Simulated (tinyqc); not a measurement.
Undoped symmetric double-gate MOSFET, analytic potential model: two steps of the calculation.

An undoped body of thickness ts between two equal insulators and tied gates; long channel, electrons only, n = ni exp((psi - V)/Vt) with V the quasi-Fermi potential (0 at the source, Vd at the drain), constant mobility, no quantisation. Across the body psi(x) = V - 2 Vt ln[(ts/(2 beta)) sqrt(q ni/(2 eps0 eps_r Vt)) cos(2 beta x/ts)], x from the centre. Q is the electron charge per area of the whole body.

Parameters, values chosen for the exercise; material values close to those of germanium: temperature T = 300 K; band gap Eg = 0.663 eV; relative permittivity of the semiconductor eps_r = 16.3; conduction-band density of states at T Nc = 1.04e19 cm^-3; valence-band density of states at T Nv = 6.06e18 cm^-3; relative permittivity of the gate insulator eox = 21.9; insulator thickness tox = 6.2 nm; body thickness ts = 5 nm; gate work function less that of the intrinsic body dphi = -0.01 V.

Constants: q = 1.602176634e-19 C, kB = 1.380649e-23 J/K, Vt = kB T/q, eps0 = 8.8541878128e-14 F/cm where lengths are in cm. Results are converted to the units shown.

Question 1. Constants of the body. ni = sqrt(Nc Nv) exp(-Eg/(2 Vt)), Eg in volts; r = eps_r tox/(eox ts); V0 = dphi + 2 Vt ln[(2/ts) sqrt(2 eps0 eps_r Vt/(q ni))].

Give: ni; r; V0.

Answer 1.

ni = 2.1419e13 cm^-3
r = 0.92292
V0 = 0.31986 V

Question 2. Potential and electron density across the body at the source. psi(x) as above with V = 0 and beta = beta_s; n = ni exp(psi/Vt).

x/ts, point 0 to 6: [0, 0.1, 0.2, 0.3, 0.4, 0.45, 0.5]
beta_s = 0.51277283
ni = 2.1418946e13 cm^-3

Wanted: psi; n.

Answer 2.

psi, point 0 to 6 (V): [0.29533, 0.29560, 0.29643, 0.29782, 0.29981, 0.30104, 0.30245]
n, point 0 to 6 (cm^-3): [1.9594e18, 1.9801e18, 2.0442e18, 2.1572e18, 2.3300e18, 2.4440e18, 2.5805e18]

The density at the surface is 1.32 times that at the centre (1/cos^2 beta).

Numbers from tinyqc (`OMP_NUM_THREADS=1 python tinyqc.py 2440116 2440117 out.jsonl`; about 0.03 s on one thread of a shared Intel Xeon 2.30GHz).
